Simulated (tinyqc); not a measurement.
Coherent transport through a tight-binding region between two chains, step by step. One step of it, computed by the program tinyqc.

Task: Transmission at E = 0.73 eV. Surface Green function g = (E - i sqrt(4 t^2 - E^2)) / (2 t^2); self-energy tc^2 g on each contact site; G = (E - H - Sigma)^(-1); Gamma = -2 Im Sigma; T = Gamma_L Gamma_R |G_LR|^2; local density of states -Im G_ii / pi.

H of the central region (eV):
```
[[0.000000, -0.980000],
 [-0.980000, 0.000000]]
```

Leads: semi-infinite chains with site energy 0:
```
parameter                           value
lead hopping t (eV)              1.920000
coupling to the left lead (eV)   0.800000
coupling to the right lead (eV)  1.050000
left contact site                       1
right contact site                      2
```

E = 0.730000 eV

Give: g; G; local density of states; transmission.

Result:

g = 0.0990-0.5113i 1/eV

G (1/eV):
```
[[-0.1466-0.8873i, 0.8238+0.6525i],
 [0.8238+0.6525i, -0.3425-0.7189i]]
```

local density of states (1/eV): [0.2824, 0.2288]

transmission = 0.8150
